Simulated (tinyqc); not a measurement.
# Worked calculation: electron mobility in a silicon inversion layer, empirical terms and Matthiessen rule

Program tinyqc, `OMP_NUM_THREADS=1 python tinyqc.py 2510021 2510022 out.jsonl`; Intel Xeon 2.30GHz, shared host, one thread, about 0.01 s. Printed values are rounded.

Inversion layer of sheet density Ns on a uniformly doped body. The mobility terms are empirical power laws with prefactors chosen for the exercise; adding their inverses (Matthiessen) is itself an approximation.

Values chosen for this exercise; material values close to those of silicon: temperature T = 300 K; band gap Eg = 1.12 eV; relative permittivity of the semiconductor eps_r = 11.5; conduction-band density of states at T Nc = 2.83e19 cm^-3; valence-band density of states at T Nv = 2.64e19 cm^-3; body doping Nb = 9.3e16 cm^-3; reverse body bias Vsb = 1 V; weight of the inversion charge in the effective field eta = 0.5; gate capacitance Cox = 1.1 uF/cm^2; phonon-limited mobility at 1 MV/cm and 300 K Ap = 385 cm^2/(V s); roughness-limited mobility at 1 MV/cm As = 919 cm^2/(V s); exponent of the roughness term gs = 2; Coulomb prefactor Ac = 2300 cm^2/(V s); charge at the interface Nit = 1.6e11 cm^-2; inversion density Ns = 2.2e12 cm^-2; ratio W/L WL = 5; drain voltage Vd = 0.05 V; measured linear current I = 33.9 uA.

Constants: q = 1.602176634e-19 C, kB = 1.380649e-23 J/K, Vt = kB T/q, eps0 = 8.8541878128e-14 F/cm where lengths are in cm. Results are converted to the units shown.

## Depletion charge and effective field

ni = sqrt(Nc Nv) exp(-Eg/(2 Vt)), Eg in volts; Ndep = sqrt(2 eps0 eps_r Nb (2 Vt ln(Nb/ni) + Vsb)/q); E = q (Ndep + eta Ns)/(eps0 eps_r), in MV/cm.

ni = 1.06932e10 cm^-3
Ndep = 1.46924e12 cm^-2
E = 0.404267 MV/cm

The depletion charge gives 57.2 % of the field.

## Mobility terms and their sum

With t = T/(300 K): muC = Ac (Ns/1e12 cm^-2) t/(Nb/1e17 cm^-3 + Nit/1e11 cm^-2), muP = Ap E^(-1/3) t^(-1.75), muS = As E^(-gs); 1/mu is the sum of the inverses.

terms (cm^2/(V s)): Coulomb 2000, phonon 520.680, roughness 5623.13
mu = 384.852 cm^2/(V s)
shares of 1/mu (%): Coulomb 19.2426, phonon 73.9133, roughness 6.84409

The phonon term limits most.

## Iteration 1: inversion density for the measured current

Ns at the start = 1.1e12 cm^-2

I = (W/L) q Ns mu Vd. E = q (Ndep + eta Ns)/(eps0 eps_r) in MV/cm. With t = T/(300 K): muC = Ac (Ns/1e12 cm^-2) t/(Nb/1e17 cm^-3 + Nit/1e11 cm^-2), muP = Ap E^(-1/3) t^(-1.75), muS = As E^(-gs); 1/mu is the sum of the inverses. Ns(new) = I/((W/L) q mu Vd).

E = 0.317725 MV/cm
mu = 346.954 cm^2/(V s)
Ns after iteration 1 = 2.43937e12 cm^-2

## Iteration 2: inversion density for the measured current

As before.

E = 0.423100 MV/cm
mu = 385.258 cm^2/(V s)
Ns after iteration 2 = 2.19684e12 cm^-2

## Course of the iteration: inversion density for the measured current

Stop when Ns changes by less than 1e5 cm^-2, or after 120 iterations.

Course of the iteration:

| iteration | Ns (cm^-2) | \|change\| (cm^-2) |
|---|---|---|
| 1 | 2.43937e12 | 1.34e12 |
| 2 | 2.19684e12 | 2.43e11 |
| 3 | 2.19924e12 | 2.41e9 |
| 4 | 2.19917e12 | 6.90e7 |
| 5 | 2.19918e12 | 1.96e6 |
| 6 | 2.19918e12 | 5.59e4 |

Converged in 6 iterations. At the end each change is about 0.028 times the one before, with alternating sign: linear convergence.

## Split C-V extraction

| point | Vg (V) | Cgc (uF/cm^2) | I (uA) |
|---|---|---|---|
| 0 | 0 | 2.72354e-5 | 1.08129e-9 |
| 1 | 0.05 | 1.29563e-4 | 2.44719e-8 |
| 2 | 0.1 | 6.16140e-4 | 5.53593e-7 |
| 3 | 0.15 | 0.00292520 | 1.24955e-5 |
| 4 | 0.2 | 0.0137793 | 2.79116e-4 |
| 5 | 0.25 | 0.0626096 | 0.00594196 |
| 6 | 0.3 | 0.245390 | 0.103668 |
| 7 | 0.35 | 0.635097 | 1.01273 |
| 8 | 0.4 | 0.953320 | 4.20071 |
| 9 | 0.45 | 1.06554 | 9.37412 |
| 10 | 0.5 | 1.09257 | 15.2867 |
| 11 | 0.55 | 1.09843 | 21.2903 |
| 12 | 0.6 | 1.09967 | 27.1471 |

Q(Vg) is the trapezoid sum of Cgc from the first point (where Q is taken as 0); mu_eff = I/((W/L) Q Vd); mu_FE = (dI/dVg)/((W/L) Cox Vd) with a backward difference. Listed from point 4 on.

| point | Q (uC/cm^2) | mu_eff (cm^2/(V s)) | mu_FE (cm^2/(V s)) |
|---|---|---|---|
| 4 | 5.28709e-4 | 2.11168 | 0.0193906 |
| 5 | 0.00243843 | 9.74718 | 0.411843 |
| 6 | 0.0101384 | 40.9012 | 7.10738 |
| 7 | 0.0321506 | 125.998 | 66.1133 |
| 8 | 0.0718610 | 233.824 | 231.853 |
| 9 | 0.122333 | 306.513 | 376.249 |
| 10 | 0.176285 | 346.862 | 430.004 |
| 11 | 0.231060 | 368.566 | 436.625 |
| 12 | 0.286013 | 379.662 | 425.947 |

At the last point mu_FE is 12 % above mu_eff.
